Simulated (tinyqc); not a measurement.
Gate voltage for a given inversion charge.

Problem. p-type body, charge-sheet picture, depletion and inversion only, full ionisation (an idealisation for deep acceptors), Boltzmann statistics (rough once Na exp(x - xn) passes about Nc/7). In units of Vt: xg = (Vg - Vfb)/Vt, x = psi/Vt, G = gamma/sqrt(Vt), xn = (2 phiF + Vc)/Vt. The implicit equation is (xg - x)^2 = G^2 [x - 1 + exp(x - xn)] for x above about 3. Cox = eps0 eox/tox. ni = sqrt(Nc Nv) exp(-Eg/(2 Vt)), Eg in volts; phiF = Vt ln(Na/ni); gamma = sqrt(2 q eps0 eps_r Na)/Cox. N_inv = (Cox Vt G/q) [sqrt(x - 1 + exp(x - xn)) - sqrt(x - 1)]. Find x - xn, psi and Vg.

Inputs (values chosen for the exercise); band and dielectric values close to those of silicon:
```
symbol    value   unit                                                               meaning
T           250      K                                                           temperature
Eg         1.11     eV                                                              band gap
eps_r      11.6                                                        relative permittivity
Nc      2.15e19  cm^-3                                conduction-band density of states at T
Nv      1.98e19  cm^-3                                   valence-band density of states at T
eox        21.4         relative permittivity of the gate insulator (close to hafnium oxide)
tox          36     nm                                                   insulator thickness
Na       1.8e16  cm^-3                                                      acceptor density
Vfb       -0.87      V                                                     flat-band voltage
Vc            0      V                                                  channel-body voltage
```

Constants: q = 1.602176634e-19 C, kB = 1.380649e-23 J/K, Vt = kB T/q, eps0 = 8.8541878128e-14 F/cm where lengths are in cm. Results are converted to the units shown.

N_inv = 3.8e10 cm^-2

Solution. N_inv rises steadily with x, so it fixes x; the implicit equation then gives xg directly.

x - xn = 1.941
psi = 0.8483 V
Vg = 0.1228 V

Program tinyqc, `OMP_NUM_THREADS=1 python tinyqc.py 2122025 2122026 out.jsonl`; Intel Xeon 2.30GHz, shared host, one thread, about 0.01 s.
